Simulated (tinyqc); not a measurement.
Relaxation at fixed composition: composition and strain of an epitaxial Si(1-x)Ge(x) layer from Raman and X-ray peaks. Computed by tinyqc, a small Python program. Command: `OMP_NUM_THREADS=1 python tinyqc.py 3009256 3009257 out.jsonl epiraman walk`. One thread of a shared host (Intel(R) Xeon(R) Processor @ 2.30GHz), about 0.01 s of CPU time with the checks.

A (001) layer, biaxially strained in the plane. The Raman peaks follow empirical lines omega = w0 + c1 x + c3 x^3 + b eps (c3 for Si-Ge alone), with eps the in-plane strain.

Inputs (values chosen for the exercise, modelled on silicon-germanium):

| quantity | value | unit |
|---|---|---|
| Ge fraction x | 0.65 | - |
| Ge fraction y of the buffer | 0.88 | - |
| lattice constant of Si | 5.431 | angstrom |
| lattice constant of Ge | 5.658 | angstrom |
| bowing B | 0.029 | angstrom |
| 2 C12/C11 of Si | 0.766 | - |
| 2 C12/C11 of Ge | 0.754 | - |
| Si-Si: w0 | 520.9 | 1/cm |
| Si-Si: c1 | -63.8 | 1/cm |
| Si-Si: strain coefficient b | -770 | 1/cm |
| Ge-Ge: w0 | 280.6 | 1/cm |
| Ge-Ge: c1 | 18.7 | 1/cm |
| Ge-Ge: strain coefficient b | -467 | 1/cm |
| X-ray wavelength | 1.540598 | angstrom |

Substrate: relaxed alloy buffer.

Method:
- Relaxed lattice constant a(x) = a_Si + (a_Ge - a_Si) x - B x (1 - x).
- In-plane constant a_par = a_sub + R (a(x) - a_sub); eps = a_par/a(x) - 1; eps_perp = -(2 C12/C11) eps with 2 C12/C11 linear in x; a_perp = a(x) (1 + eps_perp). The buffer has a_sub = a(y).
- (004) Bragg angle theta = arcsin(2 lambda/a), with a = a_perp for the layer and a_sub for the substrate; separation = layer less substrate. The apparent x is the one that a fully strained layer (R = 0) would need to give the same a_perp.

Signatures:

| R | eps (per mille) | Si-Si (1/cm) | Ge-Ge (1/cm) | a_perp (angstrom) | (004) separation (arcsec) | apparent x if R = 0 is assumed |
|---|---|---|---|---|---|---|
| 0.00 | 10.005 | 471.73 | 288.08 | 5.5297 | 2401.2 | 0.65000 |
| 0.15 | 8.504 | 472.88 | 288.78 | 5.5360 | 2242.8 | 0.66525 |
| 0.30 | 7.003 | 474.04 | 289.48 | 5.5424 | 2084.7 | 0.68044 |
| 0.50 | 5.002 | 475.58 | 290.42 | 5.5508 | 1874.7 | 0.70062 |
| 0.70 | 3.001 | 477.12 | 291.35 | 5.5593 | 1665.5 | 0.72070 |
| 0.85 | 1.501 | 478.27 | 292.05 | 5.5656 | 1509.1 | 0.73570 |
| 1.00 | 0.000 | 479.43 | 292.75 | 5.5720 | 1353.1 | 0.75065 |

Full relaxation moves the Si-Si peak by +7.70 per cm and shrinks the X-ray separation to 56 % of its strained value, about 1/(1 + 2 C12/C11). A symmetric reflection alone cannot part x from R: a relaxed layer read as strained gives x = 0.751 in place of 0.65. An asymmetric reflection or a second peak is needed.

Extremes, crossings and ranges named in words are read from the listed rows.
